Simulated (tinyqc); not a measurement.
From results back to parameters: pi bands of a honeycomb layer in tight binding. Five cases, with inputs chosen for the exercise.

Problem. With nearest hopping t, overlap s0 of neighbours and w the size of the sum of the three phase factors, the levels are -t w/(1 + s0 w) and t w/(1 - s0 w). The levels at Gamma (w = 3) come from hidden t and s0.

Find: t, s0; difference at M (w = 1).

Method. The reciprocals of the sizes add to 2/(3t) and differ by 2 s0/t.

Case 1.

levels at Gamma (eV): lower -5.73323, upper 10.23677

Solution.

t, s0: 2.450  0.094

difference at M (w = 1) = 4.944 eV

Case 2.

levels at Gamma (eV): lower -6.13688, upper 11.78102

Solution.

t, s0: 2.690  0.105

difference at M (w = 1) = 5.440 eV

Case 3.

levels at Gamma (eV): lower -5.67502, upper 9.20052

Solution.

t, s0: 2.340  0.079

difference at M (w = 1) = 4.709 eV

Case 4.

levels at Gamma (eV): lower -7.32752, upper 12.50338

Solution.

t, s0: 3.080  0.087

difference at M (w = 1) = 6.207 eV

Case 5.

levels at Gamma (eV): lower -8.01903, upper 10.98341

Solution.

t, s0: 3.090  0.052

difference at M (w = 1) = 6.197 eV

Computed by tinyqc, one run a case: `OMP_NUM_THREADS=1 python tinyqc.py N N+1 out.jsonl` with N = 1480533, 1480743, 1480754, 1480756, 1480764; one thread of a shared Intel(R) Xeon(R) Processor @ 2.30GHz, about 0.01 s a run at most.
